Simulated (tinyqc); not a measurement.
Bandgap voltage reference from two bipolar transistors: output against temperature.

Two transistors of area 1 and N carry the same current I. Is(T) = Is (T/T0)^eta exp[(Vg0 q/kB)(1/T0 - 1/T)], VBE1 = Vt ln(I/Is(T)) + I rb, VBE2 = Vt ln(I/(N Is(T))) + I rb/N. The amplifier forces I R1(T) = VBE1 - VBE2 + Vos, with R(T) = R (1 + tc (T - T0)) for both resistors, and the output is Vref = VBE1 + I R2(T). Base currents and the Early effect are neglected.

Vt = kB T/q; I = (Vt ln N + Vos)/(R1(T) - rb (1 - 1/N)).

Values chosen for this exercise; values of the order met in silicon bipolar transistors:
- T0 = 300 K (reference temperature)
- Vg0 = 1.168 V (band-gap voltage extrapolated to 0 K)
- eta = 3.3 (temperature exponent of the saturation current)
- Is = 1.5e-16 A (saturation current of the unit transistor at T0)
- N = 10 (area ratio of the second transistor)
- R1 = 2.7 kohm (resistor across which the difference of VBE falls, at T0)
- tc = 0 ppm/K (temperature coefficient of both resistors)
- Vos = 0 mV (offset of the amplifier)
- rb = 24 ohm (series resistance of the unit transistor)
- R2 = 26.8 kohm (output resistor at T0)

Constants: q = 1.602176634e-19 C, kB = 1.380649e-23 J/K. Results are converted to the units shown.

Results:
```
T (K)  I (uA)  VBE1 (V)  I R2 (V)  Vref (V)  Vref - Vref(T0) (mV)  dVref/dT (uV/K)
218     16.15    0.8166    0.4328     1.249                -11.65            175.4
233     17.26    0.7894    0.4626     1.252                -9.122            162.3
253     18.74    0.7528    0.5023     1.255                -6.043            145.9
298     22.08    0.6692    0.5916     1.261               -0.2256            113.5
323     23.93    0.6222    0.6413     1.264                 2.409            97.52
348     25.78    0.5748    0.6909     1.266                 4.660            82.74
373     27.63    0.5271    0.7406     1.268                 6.555            68.99
398     29.48    0.4790    0.7902     1.269                 8.117            56.14
423     31.34    0.4307    0.8398     1.270                 9.368            44.06
```

Estimate the missing row, T = 273 K.

Computed row:
```
T (K)  I (uA)  VBE1 (V)  I R2 (V)  Vref (V)  Vref - Vref(T0) (mV)  dVref/dT (uV/K)
273     20.22    0.7158    0.5420     1.258                -3.277            130.9
```

With this row back in the table: VBE1 falls by 1.88 mV/K on average and I R2 rises by 1.99 mV/K. The slope of Vref vanishes at T = 528 K. Between 233 and 398 K Vref spans 17.2 mV, or 82.8 ppm/K by the box method (span over the average over T, over 165 K).

Program tinyqc, `OMP_NUM_THREADS=1 python tinyqc.py 2062105 2062106 out.jsonl`; Intel Xeon 2.30GHz, shared host, one thread, about 0.03 s.
